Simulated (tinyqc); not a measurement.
Inside a calculation. Method: empirical pseudopotential in a few plane waves. One step of it, computed by the program tinyqc.

Question. Levels at G. Diagonalise the Hermitian matrix.

H(k) at G (eV):
```
,+0+0+0,-1-1-1,-1-1+1,-1+1-1,-1+1+1,+1-1-1,+1-1+1,+1+1-1,+1+1+1,-2+0+0,+0-2+0,+0+0-2,+0+0+2,+0+2+0,+2+0+0
+0+0+0,0.000000,2.385928,-2.385928,-2.385928,-2.385928,-2.385928,-2.385928,-2.385928,2.385928,0.000000,0.000000,0.000000,0.000000,0.000000,0.000000
-1-1-1,2.385928,15.417338,0.000000,0.000000,-0.122451,0.000000,-0.122451,-0.122451,0.000000,-2.385928,-2.385928,-2.385928,-0.327103,-0.327103,-0.327103
-1-1+1,-2.385928,0.000000,15.417338,0.122451,0.000000,0.122451,0.000000,0.000000,-0.122451,-2.385928,-2.385928,0.327103,2.385928,-0.327103,-0.327103
-1+1-1,-2.385928,0.000000,0.122451,15.417338,0.000000,0.122451,0.000000,0.000000,-0.122451,-2.385928,0.327103,-2.385928,-0.327103,2.385928,-0.327103
-1+1+1,-2.385928,-0.122451,0.000000,0.000000,15.417338,0.000000,0.122451,0.122451,0.000000,2.385928,-0.327103,-0.327103,-2.385928,-2.385928,0.327103
+1-1-1,-2.385928,0.000000,0.122451,0.122451,0.000000,15.417338,0.000000,0.000000,-0.122451,0.327103,-2.385928,-2.385928,-0.327103,-0.327103,2.385928
+1-1+1,-2.385928,-0.122451,0.000000,0.000000,0.122451,0.000000,15.417338,0.122451,0.000000,-0.327103,2.385928,-0.327103,-2.385928,0.327103,-2.385928
+1+1-1,-2.385928,-0.122451,0.000000,0.000000,0.122451,0.000000,0.122451,15.417338,0.000000,-0.327103,-0.327103,2.385928,0.327103,-2.385928,-2.385928
+1+1+1,2.385928,0.000000,-0.122451,-0.122451,0.000000,-0.122451,0.000000,0.000000,15.417338,-0.327103,-0.327103,-0.327103,-2.385928,-2.385928,-2.385928
-2+0+0,0.000000,-2.385928,-2.385928,-2.385928,2.385928,0.327103,-0.327103,-0.327103,-0.327103,20.556450,0.122451,0.122451,-0.122451,-0.122451,0.000000
+0-2+0,0.000000,-2.385928,-2.385928,0.327103,-0.327103,-2.385928,2.385928,-0.327103,-0.327103,0.122451,20.556450,0.122451,-0.122451,0.000000,-0.122451
+0+0-2,0.000000,-2.385928,0.327103,-2.385928,-0.327103,-2.385928,-0.327103,2.385928,-0.327103,0.122451,0.122451,20.556450,0.000000,-0.122451,-0.122451
+0+0+2,0.000000,-0.327103,2.385928,-0.327103,-2.385928,-0.327103,-2.385928,0.327103,-2.385928,-0.122451,-0.122451,0.000000,20.556450,0.122451,0.122451
+0+2+0,0.000000,-0.327103,-0.327103,2.385928,-2.385928,-0.327103,0.327103,-2.385928,-2.385928,-0.122451,0.000000,-0.122451,0.122451,20.556450,0.122451
+2+0+0,0.000000,-0.327103,-0.327103,-0.327103,0.327103,2.385928,-2.385928,-2.385928,-2.385928,0.000000,-0.122451,-0.122451,0.122451,0.122451,20.556450
```

Give: eigenvalues.

Answer.

eigenvalues (eV): -2.4918  10.8138  11.8955  11.8955  11.8955  15.2949  15.2949  15.2949  18.2765  20.3115  20.3115  23.9559  23.9559  23.9559  26.0172
